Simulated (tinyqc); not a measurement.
Changing the void surface energy gamma: nucleation and growth of vacancy voids in a cooling silicon-like crystal. Computed by tinyqc, a small Python program. Command: `OMP_NUM_THREADS=1 python tinyqc.py 3019375 3019376 out.jsonl voids sweep`. One thread of a shared host (Intel(R) Xeon(R) Processor @ 2.30GHz), about 0.2 s of CPU time with the checks.

Spherical voids; vacancies are lost only to voids.

Inputs (values chosen for the exercise, for a model crystal): vacancy density at the melting point C_m = 4.6e+14 1/cm^3; formation energy E_f = 3.77 eV; melting point T_m = 1685 K; diffusion prefactor D0 = 0.00089 cm^2/s; migration energy E_m = 0.44 eV; site density rho = 5e+22 1/cm^3; cooling rate q = 27 K/min; vacancy excess C0 = 1.7e+14 1/cm^3; temperature step = 0.2 K.

Vacancy supply: given.

Constants: k_B = 8.617333262e-05 eV/K; k_B = 1.380649e-23 J/K.

Method:
- C = C0 as given.
- C_e = C_m exp[-(E_f/k_B)(1/T - 1/T_m)]; D = D0 exp(-E_m/(k_B T)); f = k_B T ln(C/C_e); r* = 2 gamma/(rho f); W* = 16 pi gamma^3/(3 rho^2 f^2); Z = f/sqrt(12 pi W* k_B T); I = rho Z (4 pi r* D C) exp(-W*/(k_B T)).
- March down from 1500 K in steps dT, dt = dT/q, with values at the upper end of each step: a class of I dt voids is born with r*; then all classes grow by r^2 += 2 D (C - C_e) dt/rho; C falls by the vacancies added to voids. Stop at 1150 K. T_n is the T of the largest I, N the final count (classes under 1e-6 /cm^3 are dropped), and the mean radius the number average.

One run for each value:
```
void surface energy gamma (J/m^2)  temperature of peak nucleation T_n (K)  void density N (1/cm^3)  mean radius (nm)
0.767                                                              1461.4               4.7935e+07            25.519
0.833                                                              1439.0               4.7325e+07            25.596
0.900                                                              1415.0               4.7727e+07            25.488
0.967                                                              1389.8               4.9047e+07            25.216
1.030                                                              1364.4               5.1106e+07            24.829
1.100                                                              1334.8               5.4387e+07            24.265
```

What does the table show, and why?

Over the rows, temperature of peak nucleation T_n (K) falls from 1460 to 1330 (exponent d ln y / d ln x -0.19 between the first rows and -0.33 between the last); void density N (1/cm^3) goes from 4.79e7 through a minimum among these rows, 4.73e7 at 0.833, to 5.44e7; mean radius (nm) goes from 25.5 through a maximum among these rows, 25.6 at 0.833, to 24.3. The surface energy sets the supersaturation needed and so T_n; N and r respond far less than the rate at fixed T would. Left out: 0.700 (nucleation falls outside the range marched).

Extremes, crossings and ranges named in words are read from the listed rows.
